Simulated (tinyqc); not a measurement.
# Holstein polaron on two sites, step by step

A worked calculation. Computed by tinyqc, a small Python program that keeps every step. Command: `OMP_NUM_THREADS=1 python tinyqc.py 3017069 3017070 out.jsonl holstein walk`. One thread of a shared host (Intel(R) Xeon(R) Processor @ 2.30GHz), about 0.01 s of CPU time with the checks. Intermediate numbers are printed to about 6 digits and carried at full precision; extremes and crossings named in words are read from the listed rows.

One electron on sites 1 and 2: H = -t (c1+ c2 + c2+ c1) + hbar omega sum_i b_i+ b_i - g hbar omega sum_i n_i (b_i + b_i+). The symmetric phonon shifts the energy by -g^2 hbar omega/2 and drops out; with b = (b_1 - b_2)/sqrt(2) there remains H = -t sigma_x + hbar omega b+ b - (g hbar omega/sqrt(2)) sigma_z (b + b+). Parity splits it into blocks p = +1 and -1 over phonon numbers n. Zero-point energies are left out. Weights Z refer to mode b alone; the displaced symmetric mode multiplies the full zero-phonon weight by exp(-g^2/2).

Inputs (values chosen for the exercise, for a model dimer):
```
quantity                  value  unit
hopping t                    61   meV
phonon energy hbar omega   53.4   meV
coupling g                 0.63     -
phonon levels kept N          4     -
```

## Energy scales

Polaron binding energy E_p = g^2 hbar omega; ratio E_p/t (the adiabatic potential has two wells when it exceeds 1); adiabaticity hbar omega/t.

E_p = 21.19446 meV

E_p/t = 0.347450

hbar omega/t = 0.875410

## The even block in a small basis

Block p: H_nn = n hbar omega - p t (-1)^n - g^2 hbar omega/2, H_(n,n+1) = -(g hbar omega/sqrt(2)) sqrt(n + 1). Take p = +1 and n = 0..N-1.

H, even block (meV), lower triangle (symmetric):
```
         1        2        3        4
1  -71.597
2  -23.788  103.803
3    0.000  -33.642   35.203
4    0.000    0.000  -41.203  210.603
```

## Levels in the small basis

Diagonalise H; the eigenvector has its largest component positive; Z is the weight of n = 0.

levels (meV): -74.967  14.705  117.982  220.292

lowest eigenvector: 0.989079  0.140126  0.045230  0.006526

Z in the small basis = 0.978276

## Converged results

Use 60 levels in both blocks; Z = c_0^2 is the weight of n = 0 in the ground state c; the splitting is the lowest odd level less the lowest even one, which without coupling is the smaller of 2t and hbar omega; <sigma_x> = sum (-1)^n c_n^2 measures the kinetic energy.

ground-state energy = -74.9679 meV

weight Z of n = 0 in mode b = 0.978255

mean phonon number in b = 0.0238998

splitting = 43.3546 meV

splitting/(2t) = 0.355366

<sigma_x> = 0.960627

The small basis misses the ground-state energy by 0.000479 meV. Mode b stays mostly in its zero-phonon state. Caution: with hbar omega below 2t the lowest odd level starts as a one-phonon state, so the splitting here is a softened phonon and not a narrowed hopping.

## Approximations to the ground state

Second order: E = -t - E_p/2 - (E_p/2) hbar omega/(hbar omega + 2t). Lang-Firsov: E = -E_p - t exp(-g^2). Variable displacement: E(x) = -E_p/2 - t exp(-g^2 x^2) - (E_p/2)(2x - x^2), minimised over 0 <= x <= 1. Adiabatic, classical lattice: E = -E_p/2 - t for E_p < t, else -E_p - t^2/(2 E_p); it leaves out the change of zero-point energy.

Ground-state energy (meV):
```
method                        E  E - exact
second order in g      -74.8235     0.1444
Lang-Firsov            -62.2109    12.7570
variable displacement  -74.8665     0.1014
adiabatic, classical   -71.5972     3.3707
```

best displacement x = 0.31273

Closest here is variable displacement (+0.10 meV), furthest Lang-Firsov (+12.76 meV), at hbar omega/t = 0.88 and E_p/t = 0.35. Lang-Firsov and variable displacement are variational and lie above the exact value.

Checks made by the program: 60 against 80 levels (relative difference below 1e-10); Hellmann-Feynman: dE/dt = -<sigma_x> (relative difference below 1e-10).
